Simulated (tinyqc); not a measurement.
Charge control and current of a heterostructure field-effect transistor: one step, computed by the program tinyqc.

Two subbands in a triangular well; E_F is counted from the conduction band edge of the channel at the interface.

Problem. Threshold and barrier capacitance. Threshold V_T = phi_B - dE_c - sigma d/(eps eps_0) (in volts); C_b = eps eps_0/d.

Inputs (values chosen for the exercise, modelled on AlGaN/GaN): permittivity eps (barrier and channel) = 9.68; barrier thickness d = 22 nm; Schottky barrier phi_B = 1.2 eV; conduction band offset dE_c = 0.27 eV; polarisation charge sigma/e = 8.7e+12 1/cm^2.

Charge source: polarisation. Velocity law: smooth.

Constants: e = 1.602176634e-19 C; eps_0 = 8.8541878128e-12 F/m.

Give: threshold voltage V_T; barrier capacitance C_b.

Solution.

threshold voltage V_T = -2.648 V

barrier capacitance C_b = 0.3896 microfarad/cm^2

The device is normally on.
